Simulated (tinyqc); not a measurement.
Finite-size error of a charged defect in a periodic cell: Madelung and Makov-Payne terms. Changing the cell length L. Computed by tinyqc, a small Python program. Command: `OMP_NUM_THREADS=1 python tinyqc.py 3030936 3030937 out.jsonl imagecharge sweep`. One thread of a shared host (Intel(R) Xeon(R) Processor @ 2.30GHz), about 0.07 s of CPU time with the checks.

L is the cube root of the cell volume. The defect charge is a Gaussian, rho(r) = q (2 pi sigma^2)^(-3/2) exp(-r^2/2 sigma^2), repeated periodically in a uniform neutralising background and screened by a continuum. The model cell energy is E(L) = E_0 + [periodic - isolated electrostatic energy].

Inputs (values chosen for the exercise, with screening close to that of germanium):

| quantity | value | unit |
|---|---|---|
| charge q | -2 | e |
| dielectric constant eps | 16.7 | - |
| width sigma of the defect charge | 2.1 | angstrom |
| formation energy of the isolated defect E_0 | 1.278 | eV |

Supercell lattice: fcc. Screening: isotropic.

Constants: e^2/(4 pi eps_0) = 14.39964548 eV angstrom.

Method:
- Cell vectors: (0,1,1), (1,0,1), (1,1,0), scaled to volume L^3.
- Ewald sum for a unit point charge: scale each Cartesian component of the cell by 1/sqrt(eps_i), giving R', G' and V'; E = [ (1/2) sum erfc(eta R')/R' + (2 pi/V') sum exp(-G'^2/4 eta^2)/G'^2 - eta/sqrt(pi) - pi/(2 V' eta^2) ] e^2/(4 pi eps_0) / sqrt(eps_x eps_y eps_z), over n_i = -6..6, omitting n = (0,0,0), eta = 2/V'^(1/3). alpha = -2 E eps_g L/(e^2/(4 pi eps_0)), eps_g = (eps_x eps_y eps_z)^(1/3).
- Periodic energy of the Gaussian: (2 pi q^2/V) sum_(G != 0) exp(-sigma^2 G^2)/(G.eps.G) x e^2/(4 pi eps_0), n_i = -k..k with k = max(9, L/sigma rounded up). Isolated energy: q^2/(2 sqrt(pi) sigma) <1/(n.eps.n)> e^2/(4 pi eps_0), the mean over directions n, here 1/eps.

One run for each value:

| cell length L (angstrom) | finite-size error (eV) | point-charge correction -q^2 E (eV) | E(L) (eV) |
|---|---|---|---|
| 6.5 | -0.45865 | 0.76629 | 0.8194 |
| 8.1 | -0.44012 | 0.61492 | 0.8379 |
| 10.0 | -0.40281 | 0.49809 | 0.8752 |
| 13.0 | -0.33965 | 0.38314 | 0.9384 |
| 16.0 | -0.28797 | 0.31130 | 0.9900 |
| 19.0 | -0.24822 | 0.26215 | 1.0298 |
| 24.0 | -0.20062 | 0.20754 | 1.0774 |
| 30.0 | -0.16249 | 0.16603 | 1.1155 |

Describe and explain the trends.

Over the rows, finite-size error (eV) rises from -0.459 to -0.162 (exponent d ln y / d ln x -0.19 between the first rows and -0.94 between the last); point-charge correction -q^2 E (eV) falls from 0.766 to 0.166 (exponent d ln y / d ln x about -1.0 throughout); E(L) (eV) rises from 0.819 to 1.12 (exponent d ln y / d ln x 0.10 between the first rows and 0.16 between the last). At the high end the exponent of finite-size error is -0.94, close to -1: the Madelung term rules in large cells. The exponent of point-charge correction -q^2 E stays at -1: the Madelung term goes as 1/L.

Caution (rows 6.50, 8.10): the nearest image is closer than five widths, so the tails of the charge clouds overlap and the expansion in 1/L is no longer exact.
